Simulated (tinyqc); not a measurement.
From results back to parameters: thin-body film or fin with hard walls, valleys of the Si type. Five cases, with inputs chosen for the exercise.

Problem. In a hard-walled film E_1 = c (pi/t)^2/m_z, c = hbar^2/2m0. The splitting between the lowest levels of two valley groups, on the (110) face, was computed from a hidden thickness.

Constants: hbar^2/2m0 = 3.80998211 eV angstrom^2.

Case 1.

Values chosen (out of a larger set: near those of Si; not measured data): m_za = 0.3154 m0 (heavier confinement mass); m_zb = 0.191 m0 (lighter one).

splitting = 53.775 meV

Case 2.

Values chosen (out of a larger set: near those of Si; not measured data): m_za = 0.3116 m0 (heavier confinement mass); m_zb = 0.188 m0 (lighter one).

splitting = 68.632 meV

Case 3.

Values chosen (out of a larger set: near those of Si; not measured data): m_za = 0.3117 m0 (heavier confinement mass); m_zb = 0.188 m0 (lighter one).

splitting = 61.248 meV

Case 4.

Values chosen (out of a larger set: near those of Si; not measured data): m_za = 0.3127 m0 (heavier confinement mass); m_zb = 0.188 m0 (lighter one).

splitting = 31.905 meV

Case 5.

Values chosen (out of a larger set: near those of Si; not measured data): m_za = 0.3116 m0 (heavier confinement mass); m_zb = 0.188 m0 (lighter one).

splitting = 77.479 meV

Find: t; lower level.

Solution. t = pi sqrt(c (1/m_zb - 1/m_za)/splitting).

Case 1.

t = 38.0 angstrom
lower level = 0.0826 eV

Case 2.

t = 34.0 angstrom
lower level = 0.1044 eV

Case 3.

t = 36.0 angstrom
lower level = 0.0931 eV

Case 4.

t = 50.0 angstrom
lower level = 0.0481 eV

Case 5.

t = 32.0 angstrom
lower level = 0.1178 eV

Computed by tinyqc, one run a case: `OMP_NUM_THREADS=1 python tinyqc.py N N+1 out.jsonl` with N = 1281705, 1281867, 1281962, 1282177, 1282230; one thread of a shared Intel(R) Xeon(R) Processor @ 2.30GHz, about 0.01 s a run at most.
